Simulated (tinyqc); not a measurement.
What each parameter does: band-to-band tunnelling across a p-n junction in a two-band chain.

Sites alternate A at -Eg/2 and C at +Eg/2 with hopping -t; near the edges, with k counted from the zone boundary pi/a, E^2 = (Eg/2)^2 + (t a k)^2, so t = sqrt(c Eg/m)/a gives the mass m, c = hbar^2/2m0. In the gap cosh(q a) = 1 + (Eg^2/4 - e^2)/(2 t^2), e the energy from the local mid-gap. The potential is V0 = Eg + ov on the p side (left), 0 on the n side, and falls linearly over the 2N sites of the junction, V_j = V0 (1 - j/(2N + 1)), j = 1 to 2N, site 1 being A. E = Eg/2 + x ov. A half chain that ends on a site of level e1 with neighbour e2 has g = (1 + z)/(E - e1), z = exp(-/+ i k a) the root with Im g < 0, cos(k a) = (E - e1)(E - e2)/(2 t^2) - 1. S_L = t^2 g (ending on C, shifted by V0), S_R = t^2 g (starting on A). T = 4 Im(S_L) Im(S_R) |G_(1,2N)|^2.

Constants: hbar^2/2m0 = 3.80998211 eV angstrom^2.

Parameters, chosen for this exercise (gap and mass near those of InSb; shifted at random, so the results belong to these values and not to a real crystal):
- Eg = 0.189 eV (gap)
- m = 0.0141 m0 (mass of electron and light hole)
- a = 4 angstrom (period (two sites))
- ov = 0.12 eV (overlap: top of the valence band on the p side above the conduction edge on the n side)
- Nw = 30 (periods in the junction)
- x = 0.72 (energy above the n-side conduction edge, as a share of ov)

N = Nw; WKB exponent 2 I/F with I = pi Eg^2/(8 t a), F = V0/((2N + 1) a/2).

One parameter was then changed.

Results before and after:

| case | F (MV/cm) | exponent | log10 T of the chain |
|---|---|---|---|
| base | 0.2533 | 1.5500 | -0.5669 |
| changed | 0.2533 | 1.6257 | -0.5955 |

Which of these changes was made? (a) ov = 0.17 eV; (b) Nw = 33; (c) Eg = 0.2079 eV; (d) x = 0.31; (e) m = 0.01551 m0; (f) a = 4.5 angstrom.

Answer: (e) m = 0.01551 m0. Of the candidates, run in turn, only this one gives the changed row.

All candidates:

| case | F (MV/cm) | exponent | log10 T of the chain |
|---|---|---|---|
| base | 0.2533 | 1.5500 | -0.5669 |
| Eg = 0.2079 eV | 0.2688 | 1.6851 | -0.6183 |
| m = 0.01551 m0 | 0.2533 | 1.6257 | -0.5955 |
| ov = 0.17 eV | 0.2943 | 1.3341 | -0.4910 |
| Nw = 33 | 0.2306 | 1.7025 | -0.6251 |
| x = 0.31 | 0.2533 | 1.5500 | -0.5576 |
| a = 4.5 angstrom | 0.2251 | 1.7438 | -0.6413 |

(tinyqc, `OMP_NUM_THREADS=1 python tinyqc.py 1481783 1481784 out.jsonl`, Intel(R) Xeon(R) Processor @ 2.30GHz, 1 thread, shared host, about 0.01 s.)
